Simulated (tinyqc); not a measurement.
Joule-heated wire on a substrate, fin equation: one step of the calculation.

A wire of length L loses heat along itself to two contacts and sideways to the substrate: kap A theta'' - g theta + p = 0 with theta = T - T0 and p(x) = p0 exp(-((x/L - x0)/sg)^2/2). The ends are held at T0. Constant conductivity, diffusive heat flow.

Problem. The tridiagonal system. Nodes x_i = i h, h = L/10; box widths w_i = h (h/2 at the ends); c = kap A/h; equation of node i: -c theta_(i-1) + d_i theta_i - c theta_(i+1) = b_i with d_i = 2 c + g w_i, b_i = p(x_i) w_i; theta = 0 at the end nodes.

Values chosen for this exercise:
- kap = 83 W/(m K) (conductivity along the wire)
- A = 300 nm^2 (cross-section)
- g = 1 W/(m K) (conductance per length to the substrate)
- L = 980 nm (length between the contacts)
- Rc = 0 K/uW (thermal resistance of each contact)
- p0 = 0.097 uW/nm (peak heating per length)
- x0 = 0.68 (place of the hot spot as a share of L)
- sg = 0.09 (width of the hot spot as a share of L)

Wanted: c; d; b.

Solution.

c = 0.2541 uW/K

| node | d (uW/K) | b (uW) |
|---|---|---|
| 1 | 0.6062 | 9.114e-9 |
| 2 | 0.6062 | 6.329e-6 |
| 3 | 0.6062 | 0.001279 |
| 4 | 0.6062 | 0.07520 |
| 5 | 0.6062 | 1.286 |
| 6 | 0.6062 | 6.404 |
| 7 | 0.6062 | 9.274 |
| 8 | 0.6062 | 3.908 |
| 9 | 0.6062 | 0.4792 |

Numbers from tinyqc (`OMP_NUM_THREADS=1 python tinyqc.py 2520131 2520132 out.jsonl`; about 0.01 s on one thread of a shared Intel Xeon 2.30GHz).
